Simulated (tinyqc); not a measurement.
## MOS inversion layer, Poisson-Schroedinger loop: effect of the temperature

Electrons confined at an insulator interface at z = 0, treated as a hard wall; parabolic valleys, Hartree approximation, no image or exchange terms. The depletion charge lies far deeper than the electrons and gives a uniform field q Nd/(eps0 eps_r); the gate balances all charge. Energies are counted from the band edge at the interface.

Schroedinger equation -(C/mz) psi'' + (V0 + U) psi = E psi, C = hbar^2/(2 m0), psi(0) = 0, on a uniform mesh of 800 nodes with a far wall at 36 nm, 8 levels a set; V0 = q Nd z/(eps0 eps_r); dU/dz = q (Ns - integral of n from 0 to z)/(eps0 eps_r), U(0) = 0; N_k = g md m0 q Vt/(pi hbar^2) ln(1 + exp((EF - E_k)/Vt)), g the number of valleys of the set, sum N_k = Ns. Triangular well: E_k = a_k (C F^2/mz)^(1/3), a_1 = 2.338107, a_2 = 4.087949, C = hbar^2/(2 m0), F in eV/nm. Fang-Howard (all electrons in the lowest level of set A): b^3 = 6 (mz1/C) q (Nd + 11 Ns/32)/(eps0 eps_r), centroid 3/b, level C b^2/(4 mz1) + (3/b) q (Nd + 11 Ns/16)/(eps0 eps_r). The centroid adds 3.9 z_av/eps_r to an oxide-equivalent thickness. Shares under 0.0001 % are printed as 0.

Inputs (values chosen for the exercise); masses and permittivity close to those of In0.53Ga0.47As:

| symbol | value | unit | meaning |
|---|---|---|---|
| eps_r | 14 |  | relative permittivity |
| mz1 | 0.0415 | m0 | mass along z of valley set A (1 valley(s)) |
| md1 | 0.0402 | m0 | in-plane density-of-states mass of set A |
| Ns | 9.8e11 | cm^-2 | sheet density of electrons |
| Nd | 2.5e12 | cm^-2 | sheet density of depletion charge |

Constants: q = 1.602176634e-19 C, kB = 1.380649e-23 J/K, hbar = 1.054571817e-34 J s, m0 = 9.1093837015e-31 kg, Vt = kB T/q, eps0 = 8.8541878128e-14 F/cm where lengths are in cm, hbar^2/(2 m0) = 0.0380998212 eV nm^2. Results are converted to the units shown.

The same in every row: Fang-Howard centroid (nm) = 4.83.

Effect of the temperature:
```
T (K),A1 (meV),A2 (meV),EF (meV),share of A1 (%),share of A2 (%),centroid z_av (nm),added oxide equivalent (nm)
20,274,454,332,100,0,4.55,1.27
50,274,454,332,100,0,4.55,1.27
77,274,454,332,100,0,4.55,1.27
120,274,454,332,100,1.40e-4,4.55,1.27
200,274,454,332,100,0.0248,4.55,1.27
300,274,454,329,99.6,0.356,4.56,1.27
400,274,454,325,98.6,1.36,4.59,1.28
500,274,455,317,96.9,2.99,4.66,1.30
```

As T goes from 20 to 500, A1 stays near 274 meV, the share of A1 falls from 100 to 96.9 % and the centroid rises from 4.55 to 4.66 nm. The Fang-Howard centroid is 6.3 % above the full one in the first row, where A1 holds 100 %, and 3.7 % above it in the last, where A1 holds 96.9 %. In every row the energies exceed 0.25 eV, where non-parabolicity matters for so light a mass.

Program tinyqc, `OMP_NUM_THREADS=1 python tinyqc.py 2160080 2160081 out.jsonl`; Intel Xeon 2.30GHz, shared host, one thread, about 0.4 s.
